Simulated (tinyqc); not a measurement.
Reverse leakage of an n+-p junction: diffusion, generation, trap-assisted and band-to-band tunnelling: leakage components against the reverse bias.

One-sided abrupt junction in the depletion approximation, x from the junction (0) to W on the p side, field F = F0 (1 - x/W). Flat quasi-Fermi levels, long p side. Traps generate through SRH with both lifetimes shortened by 1 + Gamma (Hurkx enhancement, form for moderate fields); band-to-band generation is local and needs a total bending above Eg.

ni = sqrt(Nc Nv) exp(-Eg/(2 Vt)), Eg in volts; Vbi = Vt ln(Na Nd/ni^2); W = sqrt(2 eps0 eps_r (Vbi + VR)/(q Na)); F0 = 2 (Vbi + VR)/W; FG = sqrt(24 mt m0 (kB T)^3)/(q hbar); J_diff = q ni^2 sqrt(Dn/tau)(1 - exp(-VR/Vt))/Na. u = (Vbi + VR)(1 - x/W)^2, p = Na exp(-u/Vt), n = Nd exp((u - Vbi - VR)/Vt); G0 = ni^2 (1 - exp(-VR/Vt))/(tau (n + p + 2 ni cosh(Et/Vt))); Gamma = 2 sqrt(3 pi)(F/FG) exp((F/FG)^2); trap-assisted part G0 Gamma; G_bb = Ab F^2.5 exp(-Bb/F) with F in V/cm, zero unless Vbi + VR > Eg. Currents are q times the integrals over 0 to W; J_bb under 1e-8 of J is printed as 0; rows with F0/FG above 2.2, beyond the range of this Gamma, are left out.

Values chosen for this exercise; band and dielectric values close to those of silicon: temperature T = 300 K; band gap Eg = 1.11 eV; relative permittivity eps_r = 11.9; conduction-band density of states at T Nc = 2.85e19 cm^-3; valence-band density of states at T Nv = 2.64e19 cm^-3; acceptor density of the lighter side Na = 3.9e16 cm^-3; donor density of the heavier side Nd = 1e19 cm^-3; SRH lifetime of both carriers at zero field tau = 2e-8 s; trap level above the intrinsic level Et = 0 eV; tunnelling mass mt = 0.27 m0; electron diffusion coefficient on the lighter side Dn = 11 cm^2/s; band-to-band prefactor Ab = 2.1e14 cm^-0.5 V^-2.5 s^-1; band-to-band field constant Bb = 1.8e7 V/cm.

Constants: q = 1.602176634e-19 C, kB = 1.380649e-23 J/K, hbar = 1.054571817e-34 J s, m0 = 9.1093837015e-31 kg, Vt = kB T/q, eps0 = 8.8541878128e-14 F/cm where lengths are in cm. Results are converted to the units shown.

The same in every row: J_bb (A/cm^2) = 0.

Result of one run:
```
VR (V)  F0 (kV/cm)  F0/FG  J_diff (A/cm^2)  J_SRH (A/cm^2)  J_TAT (A/cm^2)  J (A/cm^2)              largest part
2.3            195  0.509         1.63e-11         9.95e-7         2.21e-6     3.21e-6  trap-assisted tunnelling
```

What becomes of these results when the reverse bias VR is changed from 2.3 to 1.7 V, all else the same?

Result of the changed run:
```
VR (V)  F0 (kV/cm)  F0/FG  J_diff (A/cm^2)  J_SRH (A/cm^2)  J_TAT (A/cm^2)  J (A/cm^2)              largest part
1.7            176  0.459         1.63e-11         8.10e-7         1.60e-6     2.41e-6  trap-assisted tunnelling
```

The whole series:
```
VR (V)  F0 (kV/cm)  F0/FG  J_diff (A/cm^2)  J_SRH (A/cm^2)  J_TAT (A/cm^2)  J (A/cm^2)              largest part
0.2            115  0.300         1.63e-11         1.64e-7         2.05e-7     3.69e-7  trap-assisted tunnelling
0.5            130  0.338         1.63e-11         3.31e-7         4.71e-7     8.02e-7  trap-assisted tunnelling
0.8            143  0.372         1.63e-11         4.71e-7         7.44e-7     1.22e-6  trap-assisted tunnelling
1.1            155  0.403         1.63e-11         5.95e-7         1.02e-6     1.62e-6  trap-assisted tunnelling
1.4            166  0.432         1.63e-11         7.07e-7         1.31e-6     2.02e-6  trap-assisted tunnelling
1.7            176  0.459         1.63e-11         8.10e-7         1.60e-6     2.41e-6  trap-assisted tunnelling
2              186  0.485         1.63e-11         9.05e-7         1.90e-6     2.81e-6  trap-assisted tunnelling
2.3            195  0.509         1.63e-11         9.95e-7         2.21e-6     3.21e-6  trap-assisted tunnelling
2.6            204  0.533         1.63e-11         1.08e-6         2.53e-6     3.61e-6  trap-assisted tunnelling
```

J rises from 3.69e-7 to 3.61e-6 A/cm^2. Trap-assisted tunnelling leads at VR = 0.2 and in all other rows. The ratio J_TAT/J_SRH goes from 1.25 to 2.34 as F0/FG goes from 0.300 to 0.533.

Range of the model: The n+ side is degenerate, so Vbi from Boltzmann statistics is only a guide.

Computed by the program tinyqc: `OMP_NUM_THREADS=1 python tinyqc.py 2290086 2290087 out.jsonl`, one thread of a shared Intel Xeon 2.30GHz, about 0.01 s for the whole run.
